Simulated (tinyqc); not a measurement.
Inside a calculation. Method: sp3 tight binding, zinc-blende lattice. One step of it, computed by the program tinyqc.

Question. Levels at k. Diagonalise the Hermitian matrix.

H(k) at k (eV), lower triangle (Hermitian):
```
                      a s                a px                 a py                 a pz
a s            -17.430000
a px             0.000000           -7.410000
a py             0.000000            0.000000            -7.410000
a pz             0.000000            0.000000             0.000000            -7.410000
c s   -1.778024-3.841418i  1.676812+1.571275i  -1.621430-1.624944i  -2.312061-1.139560i
c px  -1.676812-1.571275i  0.431036+0.931253i   2.679139+1.320484i   1.878859+1.882930i
c py   1.621430+1.624944i  2.679139+1.320484i   0.431036+0.931253i  -1.943033-1.820741i
c pz   2.312061+1.139560i  1.878859+1.882930i  -1.943033-1.820741i   0.431036+0.931253i

             c s       c px       c py       c pz
c s   -10.280000
c px    0.000000  -3.670000
c py    0.000000   0.000000  -3.670000
c pz    0.000000   0.000000   0.000000  -3.670000
```

Give: eigenvalues; weights |c|^2 of the basis functions.

Answer.

eigenvalues (eV): -20.3174  -13.5350  -9.8140  -9.7476  -5.1657  -1.4652  -1.2688  0.3637

weights |c|^2 of the basis functions:
```
      band 1  band 2  band 3  band 4  band 5  band 6  band 7  band 8
a s   0.7894  0.0501  0.0002  0.0031  0.1322  0.0030  0.0000  0.0218
a px  0.0013  0.1519  0.2830  0.2044  0.0694  0.0403  0.1411  0.1086
a py  0.0012  0.1518  0.4220  0.0633  0.0728  0.0396  0.1400  0.1093
a pz  0.0029  0.1574  0.0133  0.4474  0.0958  0.1851  0.0000  0.0982
c s   0.1611  0.3318  0.0006  0.0099  0.4687  0.0015  0.0000  0.0264
c px  0.0133  0.0543  0.1134  0.0757  0.0522  0.1136  0.3598  0.2176
c py  0.0131  0.0552  0.1622  0.0247  0.0548  0.1124  0.3591  0.2184
c pz  0.0176  0.0475  0.0053  0.1715  0.0541  0.5044  0.0000  0.1997
```
